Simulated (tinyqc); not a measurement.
The 3-omega method: a line heater on a substrate with a thin film. Inputs raised by 2 %, one at a time. Computed by tinyqc, a small Python program. Command: `OMP_NUM_THREADS=1 python tinyqc.py 3024921 3024922 out.jsonl threeomega sens`. One thread of a shared host (Intel(R) Xeon(R) Processor @ 2.30GHz), about 0.02 s of CPU time with the checks.

A current at angular frequency omega = 2 pi f heats the line at 2 omega with the amplitude P per length; the temperature swing Delta T at 2 omega gives a voltage at 3 omega. The substrate is taken as semi-infinite and isotropic, and the heat capacity of heater and film is left out.

Inputs (values chosen for the exercise, modelled on a low-k dielectric on silica): substrate conductivity kappa = 1.32 W/(m K); substrate heat capacity C = 1.68 1e6 J/(m^3 K); heater half-width b = 8.8 micrometre; power amplitude per length P = 0.81 W/m; current frequency f = 980 Hz; film thickness t = 400 nm; film conductivity kappa_f = 0.3 W/(m K); interface resistance R_i = 4.1 m^2 K/GW; substrate thickness d_s = 500 micrometre; temperature coefficient of resistance beta = 3.4 1e-3/K; voltage amplitude V_1 = 2.3 V.

Method:
- D = kappa/C; q = sqrt(2 i omega/D); penetration depth 1/|q| = sqrt(D/(2 omega)).
- Delta T_s = (P/(pi kappa)) int_0^infinity (sin x/x)^2 / sqrt(x^2 + (q b)^2) dx with (q b)^2 = i |q b|^2, averaged over the heater width (12 Gauss-Legendre points on each of the pieces 0, 14 log-spaced edges from 1e-5 to 1, and multiples of pi to 40 pi; the tail adds 1/(4 (40 pi)^2)).
- For |q| b much below 1: Delta T_s = (P/(pi kappa)) [-ln(|q| b) + eta - i pi/4], eta = 3/2 - C_E = 0.92278, with Euler's C_E = 0.5772157.
- One-dimensional flow across the film: Delta T_f = P (t/kappa_f + R_i)/(2 b); total in-phase swing Delta T = Delta T_s + Delta T_f; third-harmonic amplitude V_3 = V_1 beta |Delta T|/2 with the out-of-phase part included; the apparent film conductivity is t/(t/kappa_f + R_i).

Runs:
```
input moved                                from      to  Delta T_f (K)  V_3 (mV)  penetration depth (micrometre)  out-of-phase Delta T_s (K)
base run                                      -       -        0.06155     1.067                           7.988                     -0.1142
substrate conductivity kappa (W/(m K))     1.32  1.3464        0.06155     1.057                           8.067                     -0.1124
substrate heat capacity C (1e6 J/(m^3 K))  1.68  1.7136        0.06155     1.061                           7.909                     -0.1138
power amplitude per length P (W/m)         0.81  0.8262        0.06278     1.089                           7.988                     -0.1165
current frequency f (Hz)                    980   999.6        0.06155     1.061                           7.909                     -0.1138
film thickness t (nm)                       400     408        0.06278     1.072                           7.988                     -0.1142
film conductivity kappa_f (W/(m K))         0.3   0.306        0.06035     1.063                           7.988                     -0.1142
interface resistance R_i (m^2 K/GW)         4.1   4.182        0.06156     1.067                           7.988                     -0.1142
```

Exponents ln(y'/y) / ln(x'/x):
```
input                         Delta T_f     V_3  penetration depth  out-of-phase Delta T_s
substrate conductivity kappa      0.000  -0.507                0.5                  -0.805
substrate heat capacity C         0.000  -0.289               -0.5                  -0.197
power amplitude per length P      1.000   1.000                0.0                   1.000
current frequency f               0.000  -0.289               -0.5                  -0.197
film thickness t                  0.997   0.206                0.0                   0.000
film conductivity kappa_f        -0.997  -0.202                0.0                   0.000
interface resistance R_i          0.003   0.001                0.0                   0.000
```

Which inputs matter most for each result?

Among the inputs moved here: Delta T_f answers most in size to power amplitude per length P (exponent +1.000), and about equally to film thickness t (+0.997), film conductivity kappa_f (-0.997); its exponent is below 0.0005 for substrate conductivity kappa, substrate heat capacity C, current frequency f. V_3 answers most in size to power amplitude per length P (exponent +1.000), next to substrate conductivity kappa (-0.507). Its exponent +1.000 in power amplitude per length P: at fixed V_1 the swing is linear in P. penetration depth answers most in size to substrate conductivity kappa (exponent +0.500), and about equally to substrate heat capacity C (-0.500), current frequency f (-0.500); its exponent is below 0.0005 for power amplitude per length P, film thickness t, film conductivity kappa_f, interface resistance R_i. Its exponent -0.500 in current frequency f: a diffusion length. Out-of-phase Delta T_s answers most in size to power amplitude per length P (exponent +1.000), next to substrate conductivity kappa (-0.805); its exponent is below 0.0005 for film thickness t, film conductivity kappa_f, interface resistance R_i.

Caution (all rows): the film does not conduct much worse than the substrate, so heat spreads in it and the one-dimensional step is only approximate, and wrong once kappa_f nears or exceeds kappa.
